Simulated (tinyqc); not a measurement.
# Worked calculation: threshold-voltage variability of a planar MOSFET, analytic estimates

Numbers from tinyqc (`OMP_NUM_THREADS=1 python tinyqc.py 2090076 2090077 out.jsonl`; about 0.01 s on one thread of a shared Intel Xeon 2.30GHz). Printed values are rounded.

Three independent sources add in quadrature: random dopants in the depleted layer, metal-gate grains of two orientations, and roughness of the two gate edges acting through the roll-off VT = VT(long) - Vr exp(-L/l). These are first-order estimates: no three-dimensional electrostatics, no percolation.

Values chosen for this exercise; material values close to those of silicon: temperature T = 250 K; band gap Eg = 1.14 eV; relative permittivity of the semiconductor eps_r = 11.6; conduction-band density of states at T Nc = 2.11e19 cm^-3; valence-band density of states at T Nv = 2.05e19 cm^-3; channel doping Na = 5.6e18 cm^-3; oxide-equivalent thickness in inversion ti = 2.1 nm; gate length L = 45 nm; gate width W = 79 nm; metal grain size G = 15 nm; work-function difference of the two grain orientations dW = 0.3 eV; share of the orientation of higher work function p = 0.3; rms roughness of one gate edge De = 1.1 nm; correlation length of the roughness La = 15 nm; decay length of the threshold roll-off l = 11 nm; prefactor of the roll-off Vr = 2.6 V; subthreshold factor n = 1.38; gm/I of a matched pair gI = 15 1/V; spread of the gain factor of one device sb = 2.5 %; number of cells Nb = 268435456; wanted yield Y = 0.999.

Constants: q = 1.602176634e-19 C, kB = 1.380649e-23 J/K, Vt = kB T/q, eps0 = 8.8541878128e-14 F/cm where lengths are in cm. Results are converted to the units shown.

Range of the model: gI s exceeds 0.2, so the linear formula for the current mismatch is only a rough guide.

## Random dopants

ni = sqrt(Nc Nv) exp(-Eg/(2 Vt)), Eg in volts; Cox = 3.9 eps0/ti; Wd = sqrt(4 eps0 eps_r Vt ln(Na/ni)/(q Na)); dopants: s1 = (q/Cox) sqrt(Na Wd/(3 L W)). The slope A1 = s1 sqrt(L W); mean number of dopants Na L W Wd.

Cox = 1.64435 uF/cm^2
Wd = 15.7499 nm
mean number of dopants = 313.548
A1 = 1.67066 mV um
s1 = 28.0200 mV

Counting alone, 1/sqrt(N) of the depletion voltage q Na Wd/Cox = 859 mV, would give sqrt(3) times more: dopants deep in the layer act less on the surface.

## Metal grains and edge roughness

Grains: Ng = L W/G^2 (at least 1), s2 = dW sqrt(p (1 - p)/Ng). Edges, with exponential correlation and u = W/La: the mean gate length has sL^2 = 2 De^2 (2/u)[1 - (1 - exp(-u))/u]; s3 = sL (Vr/l) exp(-L/l).

Ng = 15.8
s2 = 34.5862 mV
sL = 0.863364 nm
dVT/dL = 3.95295 mV/nm
s3 = 3.41283 mV

## Total spread, mismatch and leakage

s = sqrt(s1^2 + s2^2 + s3^2). For a pair: s(dVT) = sqrt(2) s; current mismatch sqrt(2) sqrt((gI s)^2 + sb^2); input offset = current mismatch/gI. For a Gaussian VT the off current is log-normal with mean/median = exp(s^2/(2 (n Vt)^2)).

s = 44.6427 mV
s(dVT) = 63.1343 mV
current mismatch = 94.7675 %
input offset = 63.1783 mV
mean/median of Ioff = 3.08769

The grains give 60.0 % of the variance; without them s would be 28.2 mV. A current mismatch this large is beyond the linear estimate.

## Iteration 1: margin in standard deviations for the wanted yield

k at the start = 3

Cells fail independently with probability Q(k) = erfc(k/sqrt(2))/2 when the margin is k standard deviations, and Y = exp(-Nb Q(k)). phi = exp(-k^2/2)/sqrt(2 pi). Newton steps on ln Q(k) = ln(-ln(Y)/Nb): k(new) = k + [ln Q - ln(-ln(Y)/Nb)] Q/phi.

Q(k) = 0.00134990
phi = 0.00443185
k after iteration 1 = 9.00276

## Iteration 2: margin in standard deviations for the wanted yield

As before.

Q(k) = 1.10058e-19
phi = 1.00276e-18
k after iteration 2 = 7.09985

## Course of the iteration: margin in standard deviations for the wanted yield

Stop when k changes by less than 1e-9, or after 30 iterations.

Course of the iteration:
```
iteration	k	|change|
1	9.00276	6.00
2	7.09985	1.90
3	6.85294	0.247
4	6.84866	4.28e-3
5	6.84866	1.29e-6
6	6.84866	< 1e-12
```

Converged in 6 iterations. At the end the number of correct digits about doubles with each step. With s(dVT) = 63.1 mV, 6.85 standard deviations are 432 mV.
